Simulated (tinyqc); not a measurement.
Inside a calculation. Model: finite-size error of a charged defect in a periodic cell: Madelung and Makov-Payne terms. Computed by tinyqc, a small Python program that keeps every step. Command: `OMP_NUM_THREADS=1 python tinyqc.py 3013779 3013780 out.jsonl imagecharge walk`. One thread of a shared host (Intel(R) Xeon(R) Processor @ 2.30GHz), about 0.02 s of CPU time with the checks. Intermediate numbers are printed to about 6 digits and carried at full precision; extremes and crossings named in words are read from the listed rows.

L is the cube root of the cell volume. The defect charge is a Gaussian, rho(r) = q (2 pi sigma^2)^(-3/2) exp(-r^2/2 sigma^2), repeated periodically in a uniform neutralising background and screened by a continuum. The model cell energy is E(L) = E_0 + [periodic - isolated electrostatic energy].

Inputs (values chosen for the exercise, for a model uniaxial host):

| quantity | value | unit |
|---|---|---|
| charge q | 2 | e |
| cell length L | 14.1 | angstrom |
| dielectric constant eps_xy | 12.2 | - |
| dielectric constant eps_z | 23.8 | - |
| axis ratio c/a | 0.858 | - |
| width sigma of the defect charge | 2.1 | angstrom |
| formation energy of the isolated defect E_0 | 5.972 | eV |

Supercell lattice: tetragonal. Screening: uniaxial.

scatter added to the six cells, standing for numerical noise (meV): 6  7.3  7.6  1.1  5.1  -30

Constants: e^2/(4 pi eps_0) = 14.39964548 eV angstrom.

## The cell

Cell vectors: (1,0,0), (0,1,0), (0,0,c/a), scaled to volume L^3.

cell vectors (rows) (angstrom):
```
         1        2        3
1  14.8385   0.0000   0.0000
2   0.0000  14.8385   0.0000
3   0.0000   0.0000  12.7314
```

nearest image = 12.7314 angstrom

## Madelung energy

Ewald sum for a unit point charge: scale each Cartesian component of the cell by 1/sqrt(eps_i), giving R', G' and V'; E = [ (1/2) sum erfc(eta R')/R' + (2 pi/V') sum exp(-G'^2/4 eta^2)/G'^2 - eta/sqrt(pi) - pi/(2 V' eta^2) ] e^2/(4 pi eps_0) / sqrt(eps_x eps_y eps_z), over n_i = -6..6, omitting n = (0,0,0), eta = 2/V'^(1/3). alpha = -2 E eps_g L/(e^2/(4 pi eps_0)), eps_g = (eps_x eps_y eps_z)^(1/3).

terms for a unit charge (eV): real space 0.0039179, reciprocal 0.0109255, self -0.0755943, background -0.0263084

Madelung constant alpha = 2.59903

point-charge correction -q^2 E = 0.348237 eV

Cubic cells have alpha = 2.837 (sc) to 2.888 (fcc, bcc); this cell, as seen through the screening, is so far from compact that alpha drops well below.

## Energy of the smeared charge in the cell

Periodic energy of the Gaussian: (2 pi q^2/V) sum_(G != 0) exp(-sigma^2 G^2)/(G.eps.G) x e^2/(4 pi eps_0), n_i = -k..k with k = max(9, L/sigma rounded up). Isolated energy: q^2/(2 sqrt(pi) sigma) <1/(n.eps.n)> e^2/(4 pi eps_0), the mean over directions n (64 Gauss-Legendre points in cos(theta)).

periodic energy = 0.180566 eV

isolated energy = 0.502622 eV

finite-size error = -0.322055 eV

E(L) = 5.64994 eV

## A series of cells

Cells of the same shape with L scaled by 0.7, 0.85, 1, 1.25, 1.5 and 2; the scatter is added to E(L). The point-charge correction scales as 1/L from its value at the input L.

Scaling data:

| L (angstrom) | 1/L (1/angstrom) | E(L) (eV) | E(L) + point-charge correction (eV) |
|---|---|---|---|
| 9.870 | 0.101317 | 5.56129 | 6.05878 |
| 11.985 | 0.083438 | 5.61342 | 6.02311 |
| 14.100 | 0.070922 | 5.65754 | 6.00578 |
| 17.625 | 0.056738 | 5.70751 | 5.98609 |
| 21.150 | 0.047281 | 5.75232 | 5.98448 |
| 28.200 | 0.035461 | 5.77093 | 5.94505 |

## Ways to reach the isolated limit

Least-squares fits of E(L) to a + b/L, a + c/L^3 or a + b/L + c/L^3; the estimate is a, and errors are against E_0.

Estimates of E_0:

| way | estimate (eV) | error (meV) |
|---|---|---|
| largest cell, uncorrected | 5.77093 | -201.071 |
| largest cell, point-charge term | 5.94505 | -26.952 |
| 1/L fit, three smallest | 5.87917 | -92.835 |
| 1/L fit, all six | 5.89754 | -74.465 |
| 1/L^3 fit, all six | 5.75762 | -214.380 |
| 1/L and 1/L^3, three smallest | 5.97930 | 7.296 |
| 1/L and 1/L^3, all six | 5.89803 | -73.973 |
| corrected data, 1/L^3 fit | 5.96291 | -9.092 |

coefficient b of the full fit = -3.35831 eV angstrom

Best here: 1/L and 1/L^3, three smallest (+7.3 meV); worst: 1/L^3 fit, all six (-214 meV). The fitted b is 68.4 % of the Madelung value -q^2 alpha e^2/(8 pi eps_0 eps_g).

## One dielectric constant for an anisotropic host?

The same sum with an isotropic constant in place of the tensor, the means being taken over (eps_xy, eps_xy, eps_z); errors against the tensor result.

Point-charge correction:

| constant | value | correction (eV) | error (meV) |
|---|---|---|---|
| eps_xy | 12.2000 | 0.471253 | 123.016 |
| eps_z | 23.8000 | 0.241566 | -106.671 |
| arithmetic mean | 16.0667 | 0.357839 | 9.602 |
| geometric mean | 15.2440 | 0.377151 | 28.914 |
| harmonic mean | 14.5666 | 0.394691 | 46.454 |

The tensor gives 0.3482 eV. Closest is arithmetic mean (+9.6 meV) and furthest eps_xy (+123.0 meV); anisotropy also changes the effective shape of the cell, which no single constant captures.

Checks made by the program: the same sum with another eta (relative difference below 1e-10).
